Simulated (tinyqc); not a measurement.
Sputter depth profiling of a dopant layer: erosion rate, quantification and the mixing-roughness response: one step, computed by the program tinyqc. Command: `OMP_NUM_THREADS=1 python tinyqc.py 3001537 3001538 out.jsonl sims walk`. One thread of a shared host (Intel(R) Xeon(R) Processor @ 2.30GHz), about 0.01 s of CPU time with the checks.

A rastered ion beam erodes silicon (49.94 atoms per nm^3). The measured profile is the true one convolved with a depth response.

Problem. Measured shape. Mixing alone turns a layer at z0 into (1/w) exp(-(z - z0 + w)/w) for z > z0 - w; roughness adds a Gaussian of width sigma. With x = z - z0 + w: g(x) = (1/(2w)) exp(sigma^2/(2 w^2) - x/w) erfc((sigma/w - x/sigma)/sqrt2), and its integral G(x) = (1/2) erfc(-x/(sigma sqrt2)) - w g(x). Measured: Q g(x), 1 nm = 1e-7 cm. Find the maximum, the full width at half maximum and the deep point where the profile falls to C_B; far down, the trailing edge decays by w ln(10) per decade.

Inputs (values chosen for the exercise, modelled on a dopant in silicon under an oxygen or caesium beam):
```
quantity                               value    unit
roughness sigma                         0.96      nm
depth of the layer z0                     40      nm
sheet density Q                      5.1e+12  1/cm^2
level that defines the junction C_B    4e+17  1/cm^3
```

True profile: delta layer.

mixing length w = 2.463534 nm

Give: depth of the maximum; peak concentration; full width at half maximum; apparent junction depth; trailing slope.

Solution.

depth of the maximum = 38.63 nm

peak concentration = 1.108e+19 1/cm^3

full width at half maximum = 3.829 nm

apparent junction depth = 47.45 nm

trailing slope = 5.672 nm/decade

The true deep edge lies at 40 nm, so the junction appears 7.45 nm too deep.
